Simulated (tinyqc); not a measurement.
Decay across the direct gap: complex band structure along [001] in sp3s* tight binding.

For k = (0, 0, kz) the phase sums are g0 = cos(phi) and g3 = i sin(phi), phi = kz a/4, and the s, pz, s* orbitals of anion (a) and cation (c) decouple from px, py. With z = exp(i phi), H(z) = H0 + z T + T^T/z for any complex z. H0 is diagonal (Esa, Epa, Exa, Esc, Epc, Exc). The anion-cation block is B(z) = z U + W/z and the cation-anion block z W^T + U^T/z, where U has Vss/2 (s,s), Vsapc/2 (s,z), -Vscpa/2 (z,s), Vxx/2 (z,z), Vxapc/2 (s*,z), -Vpaxc/2 (z,s*), and W has the same values with the s-z and s*-z signs reversed. |z| = 1 is a band state, |z| < 1 decays along [001] as exp(-kappa d) over a distance d, kappa = -(4/a) ln|z|. No spin-orbit coupling.

Constants: hbar^2/2m0 = 3.80998211 eV angstrom^2.

Values chosen for the exercise (out of a larger set: near a published set for InAs, fitted to gaps, whose masses and valley positions are rough (light masses up to twice too heavy); not measured data): p = (-9.529, 0.912, -2.726, 3.712, 7.405, 6.763, -5.614, 1.835, 4.487, 3.046, 5.442, 3.381, 3.923) eV (order Esa, Epa, Esc, Epc, Exa, Exc, Vss, Vxx, Vxy, Vsapc, Vscpa, Vxapc, Vpaxc); a = 6.062 angstrom (lattice constant).

Ev = 0.00392 eV
EG (direct gap) = 0.43266 eV

masses of this model, from the curvature at Gamma (m0): m_lh 0.02908, m_e 0.03117

kappa of the imaginary branch at Gamma against three formulas: parabolic from the valence edge, sqrt(m_lh E/c); parabolic from the conduction edge, sqrt(m_e (EG - E)/c); two-band (Franz), sqrt(m E (1 - E/EG)/c) with m = 2 m_lh m_e/(m_lh + m_e). E from Ev; c = hbar^2/2m0.

kappa (1/angstrom):
```
E/EG  E (eV)  tight binding  parabolic, valence  parabolic, conduction  two-band
0.05  0.0216         0.0125              0.0128                 0.0580    0.0127
0.15  0.0649         0.0206              0.0223                 0.0548    0.0209
0.25  0.1082         0.0251              0.0287                 0.0515    0.0253
0.35  0.1514         0.0277              0.0340                 0.0480    0.0279
0.50  0.2163         0.0292              0.0406                 0.0421    0.0292
0.65  0.2812         0.0280              0.0463                 0.0352    0.0279
0.75  0.3245         0.0255              0.0498                 0.0297    0.0253
0.85  0.3678         0.0211              0.0530                 0.0230    0.0209
0.95  0.4110         0.0129              0.0560                 0.0133    0.0127
```

The branch joins the light-hole and conduction bands and peaks, among these rows, at E/EG = 0.50 with kappa = 0.0292 1/angstrom. At mid-gap the parabola from the conduction edge is +44 % off and the two-band form +0.1 %; over 5 nm the parabola would misstate exp(-2 kappa d) by a factor 3.62.

(tinyqc, `OMP_NUM_THREADS=1 python tinyqc.py 1450104 1450105 out.jsonl`, Intel(R) Xeon(R) Processor @ 2.30GHz, 1 thread, shared host, about 0.01 s.)
